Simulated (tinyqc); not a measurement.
What each parameter does: Weaire-Thorpe hybrids on a Bethe lattice: gap and dangling bond of an amorphous tetrahedral solid.

Four sp3 hybrids an atom at energy 0, coupled by -V1 on the atom and by -V2 along a bond; the bonds form a tree (no rings). For any network the gap runs at least from -V2 + V1 to V2 - 3 V1, and p-like states pile up at -V2 + V1 and V2 + V1. On the tree the gap is wider: it ends at Ec = -V1 + sqrt(V2^2 + 4 V1^2 - 2 sqrt3 V1 V2), which makes it well wider than the gaps of the real glasses. A branch seen from a hybrid has the self-energy S = V2^2 g, where g is the Green function of the hybrid across the bond, whose three partners carry S themselves. With a = z - V1, b = a - S: g = 1/(a + V1 b/(b + 3 V1)), z = E + i eta. A full atom has G = (1/b)(b + 3 V1)/(b + 4 V1) per hybrid; a dangling hybrid with shift dh has G = 1/(1/g - dh).

Values chosen for the exercise (out of a larger set: of the size of tabulated hybrid energies for tetrahedral carbon; not measured data): V1 = 2.03 eV (coupling of two hybrids on one atom); V2 = 10.76 eV (coupling of the two hybrids of a bond); dh = -1.65 eV (shift of the dangling hybrid (rehybridisation)).

Ev = -V2 + V1, conduction edge of the tree -V1 + sqrt(V2^2 + 4 V1^2 - 2 sqrt3 V1 V2), and the level that solves 1/g(E) = dh for eta = 0.

One parameter was then changed.

Results before and after:

| case | Ev (eV) | Ec (eV) | level (eV) | weight |
|---|---|---|---|---|
| base | -8.7300 | 5.4930 | -1.4801 | 0.899 |
| changed | -8.8100 | 5.6857 | -1.4928 | 0.906 |

Which of these changes was made? (a) dh = -1.75 eV; (b) V1 = 1.95 eV; (c) V2 = 10.91 eV.
Answer: (b) V1 = 1.95 eV. Of the candidates, run in turn, only this one gives the changed row.

All candidates:

| case | Ev (eV) | Ec (eV) | level (eV) | weight |
|---|---|---|---|---|
| base | -8.7300 | 5.4930 | -1.4801 | 0.899 |
| V1 = 1.95 eV | -8.8100 | 5.6857 | -1.4928 | 0.906 |
| V2 = 10.91 eV | -8.8800 | 5.6375 | -1.4845 | 0.901 |
| dh = -1.75 eV | -8.7300 | 5.4930 | -1.5699 | 0.898 |

Run: tinyqc, `OMP_NUM_THREADS=1 python tinyqc.py 1480731 1480732 out.jsonl`; Intel(R) Xeon(R) Processor @ 2.30GHz, one thread, shared host; about 0.02 s of CPU time with all checks.
